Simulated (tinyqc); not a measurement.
# Zener tunnelling in a reverse-biased junction, two-band WKB: what changes with what

Abrupt p-n junction, depletion approximation. Energies E are counted from the conduction-band edge of the neutral n side; its Fermi level lies at dn, that of the p side at dn - V, and the valence-band edge of the neutral p side at Em = dn + dp - V. Tunnelling needs 0 < E < Em. Two-band dispersion with equal masses m: inside the gap kappa = sqrt(m u (1 - u/Eg)/C), u the distance from a band edge, C = hbar^2/(2 m0).

Inputs (values chosen for the exercise); band and dielectric values close to those of In0.53Ga0.47As: temperature T = 350 K; band gap Eg = 0.749 eV; relative permittivity eps_r = 13.8; conduction-band density of states at 350 K Nc = 2.67e17 cm^-3; valence-band density of states at 350 K Nv = 9.7e18 cm^-3; band-edge mass of the two-band model m = 0.042 m0; acceptor density Na = 6.9e18 cm^-3; donor density Nd = 3.4e18 cm^-3; bias of the p side V = -0.26 V.

Constants: q = 1.602176634e-19 C, kB = 1.380649e-23 J/K, hbar = 1.054571817e-34 J s, h = 6.62607015e-34 J s, m0 = 9.1093837015e-31 kg, Vt = kB T/q, eps0 = 8.8541878128e-14 F/cm where lengths are in cm, hbar^2/(2 m0) = 0.0380998212 eV nm^2. Results are converted to the units shown.

Each table varies one quantity; the others keep the values above.

## Effect of the band gap with the mass tied to it

The mass follows the gap, m = 0.042 Eg/0.749 eV, as in a two-band model with a fixed matrix element; Nc, Nv and eps_r are held. Nd = Nc F12(dn/Vt), Na = Nv F12(dp/Vt), F12(x) = (2/sqrt(pi)) int_0^infinity sqrt(u)/(1 + exp(u - x)) du; dn = EF - Ec on the n side, dp = Ev - EF on the p side (negative outside the bands); Vbi = Eg + dn + dp. W = sqrt(2 eps0 eps_r (Vbi - V)(1/Na + 1/Nd)/q), mean field F = (Vbi - V)/W, peak field 2 F. In a uniform field F the exponent is S = pi sqrt(m/C) Eg^1.5/(4 F). Transverse energy Et = C kt^2/m raises it to S (1 + 4 Et/Eg), so T = exp(-S) exp(-Et/Eb) with Eb = Eg/(4 S). KJ = (2 q^2/h) m/(4 pi C) (times 1e14 for A/cm^2 per eV^2). J = KJ exp(-S) Eb times the integral from 0 to Em of [f(E - dn) - f(E - dn + V)] [1 - exp(-min(E, Em - E)/Eb)] dE, f(x) = 1/(1 + exp(x/Vt)), with S and Eb from the mean field; J > 0 flows from p to n.

Effect of the band gap with the mass tied to it:
```
Eg (eV)  Vbi (V)  mean field (MV/cm)      S  J (A/cm^2)  S at fixed m
0.37      0.5622              0.3504  3.723    -4.444e4         5.297
0.48      0.6722              0.3731  5.884       -5539         7.350
0.59      0.7822              0.3945  8.408      -474.1         9.473
0.7       0.8922              0.4148  11.26      -29.08         11.64
0.8       0.9922              0.4324  14.10      -1.767         13.65
0.91       1.102              0.4510  17.49    -0.06221         15.87
1.02       1.212              0.4689  21.14   -0.001689         18.12
1.12       1.312              0.4845  24.67   -5.153e-5         20.17
```

S rises from 3.72 to 24.7, as Eg^(1.71), against Eg^(1.21) at fixed m; at a fixed field the powers would be 2 and 1.5, and the field grows with Vbi. |J| falls from 44400 to 5.15e-5 A/cm^2. Where S is below about 4, a WKB prefactor of 1 is a rough guess.

## Current against reverse bias

Same model as above.

Current against reverse bias:
```
V (V)  mean field (MV/cm)      S  J (A/cm^2)
-0.1               0.3943  13.56     -0.8640
-0.29              0.4288  12.47      -10.15
-0.47              0.4590  11.64      -41.91
-0.66              0.4890  10.93      -130.4
-0.85              0.5172  10.34      -326.0
-1.04              0.5439  9.828      -702.1
-1.23              0.5694  9.388       -1356
-1.41              0.5925  9.021       -2342
-1.6               0.6160  8.677       -3906
```

Read the table: what changes, and by how much?

|J| grows from 0.864 to 3910 A/cm^2, a factor of 4520. Of that, exp(-S) gives 132 (S falls from 13.6 to 8.68 as the field grows with the square root of Vbi - V); the rest, 34.4, comes from the wider energy window and from Eb.

Range of the model: Parabolic densities of states, no band tails and no gap narrowing, all of which matter at such doping.

Program tinyqc, `OMP_NUM_THREADS=1 python tinyqc.py 2620118 2620119 out.jsonl`; Intel Xeon 2.30GHz, shared host, one thread, about 0.02 s.
